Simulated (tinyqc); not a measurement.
KAI against NLS in time: switching kinetics of a ferroelectric film and the memory window of a ferroelectric gate stack. Computed by tinyqc, a small Python program. Command: `OMP_NUM_THREADS=1 python tinyqc.py 3018373 3018374 out.jsonl feswitch walk`. One thread of a shared host (Intel(R) Xeon(R) Processor @ 2.30GHz), about 0.01 s of CPU time with the checks.

Fields in MV/cm; 1 microcoulomb/cm^2 over eps_0 is 11.29409 MV/cm. In the stack (metal, ferroelectric, interlayer, channel) the channel is taken as a conductor.

Inputs (values chosen for the exercise, for a model hafnia-based film): dimension n = 3; half width w of log10 t = 0.27.

Method. KAI: 1 - exp[-(t/t1)^n]. NLS: the same kernel averaged over the Lorentzian F = (1/pi) w/[(z - log10 t1)^2 + w^2] in z = log10 tau.

Switched share:
```
log10(t/t1)     KAI      NLS
-3.0         0.0000  0.02951
-2.0         0.0000  0.04503
-1.0         0.0010  0.09618
-0.5         0.0311  0.20666
-0.2         0.2221  0.38804
0.0          0.6321  0.56765
0.2          0.9813  0.72856
0.5          1.0000  0.85287
1.0          1.0000  0.92038
2.0          1.0000  0.95868
3.0          1.0000  0.97210
```

What does the comparison show, and why?

KAI goes from 10 to 90 % within 0.45 decades of time; a Lorentzian of this width needs about 2 w tan(0.4 pi) = 1.7 decades. Three decades after t1, 2.8 % of the NLS film has not switched, and three decades before it 3.0 % already has: the tails set write margins and disturb errors.
